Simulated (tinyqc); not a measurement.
Bandgap voltage reference from two bipolar transistors: one step of the calculation.

Two transistors of area 1 and N carry the same current I. Is(T) = Is (T/T0)^eta exp[(Vg0 q/kB)(1/T0 - 1/T)], VBE1 = Vt ln(I/Is(T)) + I rb, VBE2 = Vt ln(I/(N Is(T))) + I rb/N. The amplifier forces I R1(T) = VBE1 - VBE2 + Vos, with R(T) = R (1 + tc (T - T0)) for both resistors, and the output is Vref = VBE1 + I R2(T). Base currents and the Early effect are neglected.

Problem. Operating point at another temperature. Vt = kB T/q; I = (Vt ln N + Vos)/(R1(T) - rb (1 - 1/N)).

Inputs (values chosen for the exercise); values of the order met in silicon bipolar transistors: reference temperature T0 = 300 K; band-gap voltage extrapolated to 0 K Vg0 = 1.167 V; temperature exponent of the saturation current eta = 3.3; saturation current of the unit transistor at T0 Is = 5.5e-18 A; area ratio of the second transistor N = 15; resistor across which the difference of VBE falls, at T0 R1 = 14 kohm; temperature coefficient of both resistors tc = 0 ppm/K; offset of the amplifier Vos = 2.6 mV; series resistance of the unit transistor rb = 0 ohm; output resistor at T0 R2 = 109.1 kohm; temperature T = 253 K.

Constants: q = 1.602176634e-19 C, kB = 1.380649e-23 J/K. Results are converted to the units shown.

Find: Vt; I; Is(T); VBE1; I R2; Vref.

Solution.

Vt = 0.02180 V
I = 4.403 uA
Is(T) = 7.148e-22 A
VBE1 = 0.7926 V
I R2 = 0.4804 V
Vref = 1.273 V

From T0 to T, VBE1 changes by 79.8 mV and I R2 by -85.5 mV, which leaves -5.63 mV in Vref.

tinyqc, about 0.02 s, one thread, Intel Xeon 2.30GHz (shared host): `OMP_NUM_THREADS=1 python tinyqc.py 2062103 2062104 out.jsonl`
